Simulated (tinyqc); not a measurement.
Nanowire ballistic transistor, top-of-the-barrier model: two steps of the calculation.

At the top of the source barrier, states moving towards the drain are filled by the source (Fermi level 0) and states moving back by the drain (Fermi level -q Vd); nothing scatters. U is the shift of the band edge there, set by the capacitances CG, CD and CS (the total) and by the charge. Parabolic one-dimensional subband; the source is grounded.

Inputs (values chosen for the exercise); mass and valleys close to those of a monolayer dichalcogenide:
- T = 250 K (temperature)
- m = 0.506 m0 (effective mass)
- gv = 2 (valley degeneracy)
- eox = 3.9 (relative permittivity of the gate insulator)
- tox = 1.7 nm (insulator thickness)
- d = 6 nm (wire diameter)
- aG = 0.9 (gate control CG/CS)
- E0 = 0.36 eV (band edge at the barrier top above the source Fermi level at zero bias)
- Vd = 0.8 V (drain voltage)

Constants: q = 1.602176634e-19 C, kB = 1.380649e-23 J/K, hbar = 1.054571817e-34 J s, h = 6.62607015e-34 J s, m0 = 9.1093837015e-31 kg, Vt = kB T/q, eps0 = 8.8541878128e-14 F/cm where lengths are in cm. Results are converted to the units shown.

Problem 1. Self-consistent potential at the barrier top. eta1 = -(E0 + U)/Vt, eta2 = eta1 - Vd/Vt, n = (N0/2)[F_(-1/2)(eta1) + F_(-1/2)(eta2)], F_(-1/2)(x) = (1/sqrt(pi)) int_0^infinity u^(-1/2)/(1 + exp(u - x)) du. U(out) = UL + q (n - n0)/CS. Newton step: U(new) = U + (U(out) - U)/(1 + CQ/CS), CQ = (q/Vt) dn/d(eta1) with both F' summed; F' = dF_(-1/2)/dx.

U at the start (U = UL) = -0.7936 eV
N0 = 6.0356674e6 cm^-1
CS = 5.3697307 pF/cm
n0 = 0.33376800 cm^-1
UL = -0.7936 eV

Wanted: eta1; eta2; n; U(out); CQ; U after iteration 1.

Solution 1.

eta1 = 20.127
eta2 = -17.008
n = 1.5261e7 cm^-1
U(out) = -0.33824 eV
CQ = 2.8313 pF/cm
U after iteration 1 = -0.49545 eV

Problem 2. Current, mean velocity and share of the gate voltage. N0 = gv sqrt(2 m kB T/pi)/hbar, CG = 2 pi eps0 eox/ln(1 + 2 tox/d), CS = CG/aG, n0 = n at U = 0 and Vd = 0. I = gv (2 q^2/h) Vt [ln(1 + exp eta1) - ln(1 + exp eta2)]. Mean velocity I/(q n). CQ = (q/Vt) dn/d(eta1); the band edge follows the gate as -dU/dVg = aG/(1 + CQ/CS).

converged U = -0.51947029 eV

Find: eta1; n; I; mean velocity; CQ; -dU/dVg.

Solution 2.

eta1 = 7.4023
n = 9.1875e6 cm^-1
I = 24.714 uA
mean velocity = 1.6789e7 cm/s
CQ = 4.7874 pF/cm
-dU/dVg = 0.47580 eV/V

The carriers from the source are degenerate (eta1 = 7.40), and the mean velocity is 2.43 times vT = sqrt(2 kB T/(pi m)) = 6.90e6 cm/s.

Numbers from tinyqc (`OMP_NUM_THREADS=1 python tinyqc.py 2400017 2400018 out.jsonl`; about 0.03 s on one thread of a shared Intel Xeon 2.30GHz).
